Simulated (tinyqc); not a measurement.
Superjunction drift layer against a plain one, charge balance: one step of the calculation.

Alternating n and p pillars of equal width wp, doping N and length Lp. When depleted, the lateral field peaks at Ex = q N wp/(2 eps0 eps_r) at the pillar junctions and a uniform vertical field Ey is added; breakdown is taken where Ex^2 + Ey^2 = Ef^2. Only the n pillars conduct, narrowed by the zero-bias depletion. A first-order model: the field peaks at the pillar ends are left out.

Task. Doping of the plain drift layer. Ec(N) = E16 (N/1e16 cm^-3)^(1/8); N(new) = eps0 eps_r Ec(N)^2/(2 q BV).

Parameters, values chosen for the exercise; values close to those of gallium nitride:
```
symbol  value   unit                                     meaning
eps_r    9.41         relative permittivity of the semiconductor
E16      2.94  MV/cm    critical field at a doping of 1e16 cm^-3
BV       1200      V                    wanted breakdown voltage
```

Constants: q = 1.602176634e-19 C, eps0 = 8.8541878128e-14 F/cm where lengths are in cm. Results are converted to the units shown.

N at the start = 1e16 cm^-3

Find: Ec; N after iteration 1.

Result.

Ec = 2.9400 MV/cm
N after iteration 1 = 1.8729e16 cm^-3

Computed by the program tinyqc: `OMP_NUM_THREADS=1 python tinyqc.py 2590007 2590008 out.jsonl`, one thread of a shared Intel Xeon 2.30GHz, about 0.01 s for the whole run.
